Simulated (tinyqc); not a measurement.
Double-gate transistor below threshold, two-dimensional Poisson equation on a small mesh: two steps of the calculation.

Half of a symmetric double-gate structure: row 0 is the mid-plane of the body, where the normal field vanishes. Mobile charge is neglected (subthreshold), the body is fully depleted, and potentials are counted from the intrinsic level; rows run upward to the gate, columns from source to drain.

Inputs (values chosen for the exercise):
```
symbol  value  unit                  meaning
T         300     K              temperature
Vbi       0.6     V  potential of the source
```

Constants: q = 1.602176634e-19 C, kB = 1.380649e-23 J/K, Vt = kB T/q. Results are converted to the units shown.

Question 1. Over-relaxation sweep (omega = 1.5). Free nodes: rows 0..4, columns 1..5, taken row by row from row 0, left to right. t = (up psi(above) + dn psi(below) + lat [psi(left) + psi(right)] + s)/(up + dn + 2 lat), with the newest neighbours; psi(new) = psi + 1.5 (t - psi).

psi after iteration 1 (V):
```
             j=0        j=1         j=2         j=3         j=4        j=5        j=6
row 0  0.6000000  0.0645358  -0.0017072  -0.0099022  -0.0109161  0.1497833  1.3000000
row 1  0.6000000  0.1049538   0.0022237  -0.0156176  -0.0184597  0.2426576  1.3000000
row 2  0.6000000  0.1302671   0.0078172  -0.0185051  -0.0235414  0.3001951  1.3000000
row 3  0.6000000  0.1496488   0.0144860  -0.0182663  -0.0251972  0.3420228  1.3000000
row 4  0.3100000  0.1350589   0.0314698   0.0029576  -0.0034434  0.2879327  0.6600000
row 5  0.0200000  0.0200000   0.0200000   0.0200000   0.0200000  0.0200000  0.0200000
```

```
row         up         dn        lat        s (V)
0        35.55          0  3.5111111  -0.27504595
1        35.55      35.55  7.0222222  -0.55009190
2        35.55      35.55  7.0222222  -0.55009190
3    26.470588      35.55  4.5736111  -0.27504595
4    26.470588  26.470588      2.125            0
```

Give: psi after iteration 2.

Answer 1.

psi after iteration 2 (V):
```
          j=0     j=1     j=2      j=3      j=4     j=5     j=6
row 0  0.6000  0.1635  0.0130  -0.0241  -0.0118  0.3787  1.3000
row 1  0.6000  0.1963  0.0246  -0.0278   0.0040  0.4555  1.3000
row 2  0.6000  0.2171  0.0354  -0.0278   0.0225  0.5033  1.3000
row 3  0.6000  0.2166  0.0502  -0.0134   0.0534  0.4914  1.3000
row 4  0.3100  0.1158  0.0396   0.0051   0.0690  0.2517  0.6600
row 5  0.0200  0.0200  0.0200   0.0200   0.0200  0.0200  0.0200
```

Question 2. Barrier, swing and barrier lowering. The barrier is read along row 0, the path farthest from the gate. Take the node j of lowest psi: barrier Vbi - psi_j; swing Vt ln 10/(d psi_j/dVg); DIBL = (d psi_j/dVd)/(d psi_j/dVg). The derivatives solve the same equations with s = 0 and a unit change of that voltage.

converged psi (V):
```
             j=0        j=1        j=2        j=3        j=4        j=5        j=6
row 0  0.6000000  0.3085003  0.1725812  0.1781966  0.3328963  0.6883914  1.3000000
row 1  0.6000000  0.3008711  0.1663394  0.1712091  0.3208015  0.6708331  1.3000000
row 2  0.6000000  0.2762028  0.1480352  0.1511081  0.2845876  0.6136107  1.3000000
row 3  0.6000000  0.2283652  0.1192808  0.1207216  0.2252215  0.5012712  1.3000000
row 4  0.3100000  0.1291464  0.0719575  0.0724965  0.1262430  0.2704809  0.6600000
row 5  0.0200000  0.0200000  0.0200000  0.0200000  0.0200000  0.0200000  0.0200000
```

d psi/dVg on row 0: j=0 0.00000000, j=1 0.39217424, j=2 0.61248673, j=3 0.67984121, j=4 0.61248673, j=5 0.39217424, j=6 0.00000000
d psi/dVd on row 0: j=0 0.0000000, j=1 0.0325621, j=2 0.0792459, j=3 0.1600794, j=4 0.3082674, j=5 0.5752637, j=6 1.0000000

Wanted: j; barrier; swing; DIBL.

Answer 2.

j = 2
barrier = 0.42742 V
swing = 97.188 mV/decade
DIBL = 129.38 mV/V

Program tinyqc, `OMP_NUM_THREADS=1 python tinyqc.py 2480061 2480062 out.jsonl`; Intel Xeon 2.30GHz, shared host, one thread, about 0.1 s.
